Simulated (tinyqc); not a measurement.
Inside a calculation: five-level k.p model folded onto the conduction band. Values are carried at full precision from step to step, so a last printed digit may differ when a step is redone from the rounded ones.

Second-order sums for the lowest conduction level at E: 1/m = 1 + Cm + (Ep/3)(2/E + 1/(E + Dso)) - (Ep2/3)(2/(E7 + D2 - E) + 1/(E7 - E)); g/2 = 1 + Cg - (Ep/3)(1/E - 1/(E + Dso)) - (Ep2/3)(1/(E7 - E) - 1/(E7 + D2 - E)). E is counted from the top of the valence band; E = Eg at the edge.

Constants: hbar^2/2m0 = 3.80998211 eV angstrom^2.

Inputs chosen for the exercise (near those of CdTe; not measured data): Eg = 1.62 eV (gap at Gamma to the s-like level); Dso = 0.908 eV (spin-orbit splitting); Ep = 19 eV (Kane energy); E7 = 5.21 eV (upper Gamma7 conduction level, from the valence top); D2 = 0.28 eV (its spin-orbit splitting, Gamma8 above Gamma7); Ep2 = 2.1 eV (Kane energy to the upper levels); Cm = -0.5 (remote term in 1/m); Cg = -0.02 (remote term in g/2); k = 0.053 1/angstrom (wave vector along z).

## Mass and g factor term by term

Evaluate at E = Eg.

Terms:

| level | part of 1/m | part of g |
|---|---|---|
| free + remote | 0.5000 | 1.9600 |
| Gamma8 valence | 7.8189 | -7.8189 |
| Gamma7 valence | 2.5053 | 5.0105 |
| Gamma8 upper | -0.3618 | 0.3618 |
| Gamma7 upper | -0.1950 | -0.3900 |

m = 0.0974 m0
g = -0.877

The valence levels give 10.32 to 1/m and the upper levels take 0.56 away. In g the two valence terms nearly cancel when Dso is small against Eg; here Dso/Eg = 0.56 and they leave -2.808, the upper pair -0.028.

## The matrix at one k

For k along z and one spin sector the level c couples to four states. With c0 = hbar^2/2m0, P = sqrt(Ep c0), P2 = sqrt(Ep2 c0): diagonal Eg + (1 + Cm) c0 k^2 for c, and 0, -Dso, E7 + D2, E7 for lh, so, G8 up, G7 up (their own dispersion is left out); couplings of c: sqrt(2/3) P k to lh, sqrt(1/3) P k to so, sqrt(2/3) P2 k to G8 up, sqrt(1/3) P2 k to G7 up (phases chosen real).

Fill in the matrix.

H (eV), lower triangle:
```
             c  lh        so    G8 up    G7 up
c      1.62535
lh     0.36819   0
so     0.26035   0  -0.90800
G8 up  0.12241   0         0  5.49000
G7 up  0.08655   0         0        0  5.21000
```

## Exact folding onto c

Solve E = H_cc + S(E), S(E) = sum_j H_cj^2/(E - H_jj), from E = H_cc, by plain substitution and by Newton steps on E - H_cc - S(E). The weight of c in the state is Z = 1/(1 - dS/dE). The exact level is the third eigenvalue of H from below.

Iterates (eV):

| step | substitution | Newton |
|---|---|---|
| 0 | 1.62535 | 1.62535 |
| 1 | 1.72954 | 1.72333 |
| 2 | 1.72329 | 1.72363 |
| 3 | 1.72365 | 1.72363 |
| 4 | 1.72363 | 1.72363 |
| 5 | 1.72363 | 1.72363 |
| 6 | 1.72363 | 1.72363 |
| 7 | 1.72363 | 1.72363 |

exact level = 1.72363 eV
Z = 0.9460

Substitution multiplies the error by about dS/dE = 1 - 1/Z = -0.057 a step, so it alternates; after 7 steps it is off by 2.0e-10 eV, while Newton is within 1e-5 eV from step 2 on.

## Loewdin series

Expanding E = H_cc + S(E) about Eg in powers of k^2, with s_n = sum_j H_cj^2/(Eg - H_jj)^n: order k^2: e2 = (1 + Cm) c0 k^2 + s1; order k^4: e4 = -s2 e2; order k^6: e6 = s3 e2^2 + s2^2 e2.

Give each order and the partial sums, counted from Eg.

s1 (eV), s2 (no unit), s3 (1/eV); (1 + Cm) c0 k^2 is H_cc - Eg: 0.10453  0.06384  0.03566

e2, e4, e6 (eV): 0.10988  -0.00702  0.00088

partial sums (eV): 0.10988  0.10287  0.10375

The exact value is 0.10363 eV; the errors of the partial sums are +6.26, -0.76 and +0.12 meV.

## Checks

- Curvature of the exact level at small k against the sum for 1/m: both 10.267.

(tinyqc, `OMP_NUM_THREADS=1 python tinyqc.py 1050256 1050257 out.jsonl`, Intel(R) Xeon(R) Processor @ 2.30GHz, 1 thread, shared host, about 0.01 s.)
